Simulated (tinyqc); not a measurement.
What each parameter does: polar nitride quantum well with polarisation fields.

Growth along [0001]. e_par = (a_sub - a)/a, Ppz = 2 e_par (e31 - e33 C13/C33), P = Psp + Ppz in each layer; strain relaxation and the strain shift of the gaps are left out, although thick layers with more than about 1 % mismatch would relax.

In a periodic stack without free charge the potential drop over a period vanishes: F_w = (P_b - P_w) Lb/(eps0 (eps_w Lb + eps_b Lw)), F_b = -F_w Lw/Lb, eps0 = 8.8541878e-12 F/m; 1 MV/cm = 1e8 V/m = 0.01 V/angstrom.

Envelope functions on cells of 0.25 angstrom over barrier, well, barrier (widths Lb, Lw, Lb), psi = 0 beyond, psi'/m continuous (mean mass between points), c = hbar^2/2m0. With u(z) the integral of e F (F_w in the well, F_b = -F_w Lw/Lb in the barriers, 1 MV/cm = 0.01 V/angstrom), zero at the centre of the well, the electron sees u plus Vc in the barriers and the hole -u plus Vv. The transition is Eg + E_e + E_h; excitons are left out.

Constants: hbar^2/2m0 = 3.80998211 eV angstrom^2; hc = 1239.841984 eV nm.

Values chosen for the exercise (near those of a GaN well in AlGaN; not measured data):
- a_w = 3.189 angstrom (lattice constant a, well)
- a_b = 3.167 angstrom (lattice constant a, barrier)
- a_sub = 3.189 angstrom (in-plane lattice constant of the stack)
- Psp_w = -0.0352 C/m^2 (spontaneous polarisation)
- Psp_b = -0.0449 C/m^2 (spontaneous polarisation)
- e31_w = -0.327 C/m^2
- e31_b = -0.373 C/m^2
- e33_w = 0.658 C/m^2
- e33_b = 0.947 C/m^2
- C_w = 0.271 (C13/C33)
- C_b = 0.269 (C13/C33)
- eps_w = 10.4 (dielectric constant)
- eps_b = 10.1 (dielectric constant)
- Lw = 34 angstrom (well width)
- Lb = 60 angstrom (barrier width)
- Eg = 3.44 eV (gap of the well)
- Vc = 0.422 eV (conduction offset)
- Vv = 0.199 eV (valence offset)
- me = 0.2 m0 (electron, well)
- meb = 0.234 m0 (electron, barrier)
- mh = 1.85 m0 (hole, everywhere)

Polarisation, field, levels and overlap anew. Each row changes one parameter from the base and keeps the others.

Results:
```
case                    F_w (MV/cm)  E (eV)  overlap^2  red shift (meV)
base                         -1.290  3.3689      0.099              162
Lw = 30 angstrom             -1.347  3.4129       0.17              135
Lb = 45 angstrom             -1.154  3.3956       0.13              136
a_sub = 3.199 angstrom       -1.346  3.3582      0.089              173
Psp_b = -0.0494 C/m^2        -1.606  3.3063      0.054              225
e33_w = 0.724 C/m^2          -1.290  3.3689      0.099              162
eps_w = 11.4                 -1.215  3.3830       0.11              148
mh = 1.29 m0                 -1.290  3.3810       0.12              154
Vc = 0.359 eV                -1.290  3.3606      0.090              166
```

The largest shifts from the base row, up to three for each result and ties (the steps differ in size, so this ranks the rows, not the parameters). F_w (MV/cm): Psp_b -0.315, Lb +0.137, eps_w +0.075; unchanged at the printed digits by e33_w, mh and Vc. E (eV): Psp_b -0.0626, Lw +0.0440, Lb +0.0267; unchanged at the printed digits by e33_w. overlap^2: Lw +0.0665, Psp_b -0.0445, Lb +0.0329; unchanged at the printed digits by e33_w. red shift (meV): Psp_b +63, Lw -27, Lb -27; unchanged at the printed digits by e33_w.

Computed by tinyqc, a small Python program: `OMP_NUM_THREADS=1 python tinyqc.py 1250580 1250581 out.jsonl` (the numbers bound the seed that draws the inputs); one thread of a shared host (Intel(R) Xeon(R) Processor @ 2.30GHz), about 0.07 s for the whole set of steps.
